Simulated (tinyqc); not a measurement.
What moves transparency and gain: optical gain and spontaneous emission in a bulk direct-gap semiconductor.

Parabolic bands, vertical transitions, no excitons. For each hole band j: mr = me mj/(me + mj); joint density of states J_j(E) = (mr/c)^(3/2) sqrt(E - Eg)/(2 pi^2), both spins, c = hbar^2/2m0; averaged matrix element |e.p|^2 = m0 Ep/6; alpha_j(E) = 4 pi^2 alpha_f c Ep J_j/(3 nr E) in 1/angstrom (alpha_f the fine-structure constant, listed as alpha among the constants), times 1e8 for 1/cm.

F_j(eta) = (1/Gamma(j + 1)) integral_0^infinity x^j dx/(1 + exp(x - eta)), which tends to exp(eta) for eta << 0.

Quasi-Fermi levels: n = Nc F_1/2(Fc/kT) and p = Nv F_1/2(Fv/kT), Fc counted up from the conduction edge and Fv down from the valence edge; Nc, Nv from N = 2 (m kB T/(4 pi c))^(3/2) with c = hbar^2/2m0, in 1/angstrom^3; times 1e24 for 1/cm^3, with me and (mhh^(3/2) + mlh^(3/2))^(2/3).

For band j the electron sits at Ee = (E - Eg) mr/me above its edge and the hole at Eh = (E - Eg) mr/mj; fe = 1/(1 + exp((Ee - Fc)/kT)), fh = 1/(1 + exp((Eh - Fv)/kT)); gain g = sum_j alpha_j (fe + fh - 1).

Constants: hbar^2/2m0 = 3.80998211 eV angstrom^2; fine-structure constant alpha = 0.007297352564; kB = 8.617333262e-05 eV/K.

Inputs chosen for the exercise (near those of GaAs; not measured data):

| symbol | value | unit | meaning |
|---|---|---|---|
| Eg | 1.45 | eV | direct gap |
| me | 0.0679 | m0 | electron mass |
| mhh | 0.516 | m0 | heavy-hole mass |
| mlh | 0.0789 | m0 | light-hole mass |
| Ep | 24.9 | eV | Kane energy |
| nr | 3.57 |  | refractive index |
| T | 250 | K |  |
| n | 2.1e+18 | 1/cm^3 | injected density, n = p |

Transparency is Fc + Fv = 0; the peak is the largest g over E at the density n (0 if none).

One parameter was then changed.

Results before and after:

| case | transparency density (1/cm^3) | Fc + Fv (eV) | peak gain (1/cm) |
|---|---|---|---|
| base | 9.59e+17 | 0.0580 | 583 |
| changed | 9.59e+17 | 0.0580 | 641 |

Which of these changes was made? (a) me = 0.0781 m0; (b) T = 290 K; (c) Ep = 27.4 eV; (d) nr = 3.75; (e) mhh = 0.31 m0; (f) n = 2.73e+18 1/cm^3.

Answer: (c) Ep = 27.4 eV. Of the candidates, run in turn, only this one gives the changed row.

All candidates:

| case | transparency density (1/cm^3) | Fc + Fv (eV) | peak gain (1/cm) |
|---|---|---|---|
| base | 9.59e+17 | 0.0580 | 583 |
| me = 0.0781 m0 | 1.10e+18 | 0.0456 | 551 |
| mhh = 0.31 m0 | 7.42e+17 | 0.0752 | 1085 |
| Ep = 27.4 eV | 9.59e+17 | 0.0580 | 641 |
| T = 290 K | 1.20e+18 | 0.0460 | 372 |
| n = 2.73e+18 1/cm^3 | 9.59e+17 | 0.0820 | 918 |
| nr = 3.75 | 9.59e+17 | 0.0580 | 555 |

Run: tinyqc, `OMP_NUM_THREADS=1 python tinyqc.py 1681386 1681387 out.jsonl`; Intel(R) Xeon(R) Processor @ 2.30GHz, one thread, shared host; about 0.08 s of CPU time with all checks.
